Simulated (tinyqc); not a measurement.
# Gain factor and gap resistance from two string resistances

Question. At small bit-line voltage each of the 96 cells has the resistance 1/(K x) at overdrive x (no mobility reduction) in series with a gap resistance Rg. Find K, Rg and the share of the gaps at the higher overdrive.

resistance of a string of 96 equal cells at overdrives of 3.8 and 8.6 V (kohm): 4001.0206  1896.4882

Answer. The resistance per cell is a straight line in 1/x with slope 1/K and intercept Rg.

K = 6.70 uA/V^2
Rg = 2.40 kohm
share of the gaps = 12.1 %

Computed by the program tinyqc: `OMP_NUM_THREADS=1 python tinyqc.py 2142025 2142026 out.jsonl`, one thread of a shared Intel Xeon 2.30GHz, about 0.8 s for the whole run.
